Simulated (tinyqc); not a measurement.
Epitaxial growth on a vicinal surface: Burton-Cabrera-Frank step flow, step-edge barrier and island nucleation: one step, computed by the program tinyqc. Command: `OMP_NUM_THREADS=1 python tinyqc.py 3003067 3003068 out.jsonl stepflow walk`. One thread of a shared host (Intel(R) Xeon(R) Processor @ 2.30GHz), about 0.03 s of CPU time with the checks.

Adatoms land at rate F, hop on a square grid (a simplification for hexagonal faces), desorb, or join steps. Lengths are in units of a and n is the adatom coverage. Steps ascend at x = 0 and descend at x = l.

Question. Step flow or islands. Island density on a flat surface without desorption: N = 0.25 (F/D)^(i/(i+2)) exp(E_i/((i+2) k_B T)) per site, with E_i = 0 for i = 1; spacing l_n = N^(-1/2). Step flow needs an effective width l_eff = 2 x(peak) below l_n. Temperatures in kelvin are T(C) + 273.15.

Inputs (values chosen for the exercise, close to those used for Si(001)): deposition rate F = 0.098 layers/s; temperature T = 670 C; critical nucleus size i = 1.

D = 3.085186e+08 a^2/s

position of the peak = 10.14510 a

Constants: k_B = 8.617333262e-05 eV/K.

Give: island density N on a flat surface; island spacing l_n; ratio l_eff/l_n.

Answer.

island density N on a flat surface = 1.706e-04 per site

island spacing l_n = 76.57 a

ratio l_eff/l_n = 0.2650

Steps capture adatoms before they meet: step flow. Caution: the prefactor 0.25 and the criterion are estimates, good to a factor of about two in length.
